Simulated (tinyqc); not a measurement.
# Off-state leakage of single and stacked transistors: two studies

n-channel devices of unit width. Subthreshold current I(Vg, Vs, Vd) = I0 (T/300 K)^0.5 exp[(Vg - Vs - VT(T) - gb (Vs - Vb) + dd (Vd - Vs))/(nf Vt)] (1 - exp(-(Vd - Vs)/Vt)), VT(T) = VT - cT (T - 300 K). Gate-edge tunnelling Ig (Vd/1 V) exp(ag (Vd - 1 V)), for a gate at 0 V, and band-to-band leakage Ab u exp(-Bb/u), u = Vd - Vb + 1 V, flow at a drain held at V; both are taken as independent of T. In a stack of off transistors (all gates at 0 V) the same subthreshold current passes through each.

Inputs (values chosen for the exercise); values of the order met in bulk silicon logic transistors:
```
symbol  value       unit                                             meaning
T         300          K                                         temperature
V           1          V                                      supply voltage
VT       0.49          V        threshold at 300 K, zero drain and body bias
cT        0.9       mV/K              fall of the threshold with temperature
I0       0.11      uA/um                       current at threshold at 300 K
nf       1.28                                                   slope factor
dd       0.06                                drain-induced lowering per volt
gb       0.16             rise of the threshold per volt of source-body bias
Ig       2e-6      uA/um                 gate-edge tunnelling current at 1 V
ag        5.7        1/V               exponential slope of the gate current
Ab        100  uA/(um V)      prefactor of band-to-band leakage at the drain
Bb         27          V                             its exponential voltage
Vb       -0.6          V                                        body voltage
```

Constants: q = 1.602176634e-19 C, kB = 1.380649e-23 J/K, Vt = kB T/q. Results are converted to the units shown.

Each table varies one quantity; the others keep the values above.

## Subthreshold current against the height of the stack

All n gates at 0 V, bottom source at 0 V, top drain at V; node voltages follow from equal currents.

Subthreshold current against the height of the stack:
columns A: n; B: I (nA/um); C: reduction factor; D: drain voltage of the bottom device (mV); E: source voltage of the top device (mV); F: voltage across the top device (V)
```
A         B      C      D      E       F
1  1.374e-5  1.000   1000      0   1.000
2  2.113e-6  6.503  50.78  50.78  0.9492
3  1.138e-6  12.08  17.49  67.57  0.9324
4  7.784e-7  17.65  10.77  77.86  0.9221
5  5.917e-7  23.22  7.795  85.30  0.9147
6  4.773e-7  28.78  6.114  91.13  0.9089
```

What does the comparison show?

The second transistor cuts the current by a factor of 6.50, the third by a further 1.86 and the sixth by 1.24. The top device keeps 90.9 % of the supply at n = 6, while the drain voltage of the bottom one falls to 0.236 Vt.

## Leakage components against the supply voltage

Same model as above.

One transistor with Vg = Vs = 0, Vd = V; stack factor I(one)/I(two in series).

Leakage components against the supply voltage:
```
V (V)  subthreshold (nA/um)  gate edge (nA/um)  band-to-band (nA/um)  total (nA/um)  stack factor  largest part
0.5                5.549e-6           5.784e-5                0.5476         0.5476         3.279  band-to-band
0.6                6.652e-6           1.227e-4                 1.029          1.029         3.720  band-to-band
0.7                7.975e-6           2.532e-4                 1.834          1.835         4.245  band-to-band
0.8                9.560e-6           5.117e-4                 3.122          3.122         4.871  band-to-band
0.9                1.146e-5           0.001018                 5.100          5.101         5.616  band-to-band
1                  1.374e-5           0.002000                 8.035          8.037         6.503  band-to-band
1.1                1.647e-5           0.003890                 12.26          12.26         7.558  band-to-band
1.2                1.974e-5           0.007504                 18.17          18.18         8.814  band-to-band
1.3                2.367e-5            0.01438                 26.24          26.25         10.31  band-to-band
1.4                2.837e-5            0.02737                 37.02          37.05         12.08  band-to-band
```

Read the table: what changes, and by how much?

As V goes from 0.5 to 1.4, the total leakage rises from 0.548 to 37.1 nA/um. The band-to-band part leads at V = 0.5 and in all other rows. The reduction by a stack of two rises from 3.28 to 12.1, for the subthreshold part alone.

Numbers from tinyqc (`OMP_NUM_THREADS=1 python tinyqc.py 2242129 2242130 out.jsonl`; about 0.04 s on one thread of a shared Intel Xeon 2.30GHz).
